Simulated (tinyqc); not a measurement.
From results to parameters: Morse oscillator. Computed by the program tinyqc.

Problem. A Morse oscillator has levels we (n + 1/2) - wexe (n + 1/2)^2 with wexe = we^2/(4 De) and we = a sqrt(2 De/m) in atomic units (1 hartree = 219474.63 cm^-1 = 27.211386 eV, 1 u = 1822.888 electron masses). Find we, wexe, De and a.

spacings 0-1 and 1-2 (cm^-1): 1030.572498  1018.491243
reduced mass = 13.409981 u

Solution. The spacings are we - 2 wexe and we - 4 wexe, so their difference is 2 wexe; De = we^2/(4 wexe) and a = sqrt(2 m wexe).

we, wexe (cm^-1): 1042.6538  6.0406
De = 5.578 eV
a = 1.160 1/bohr
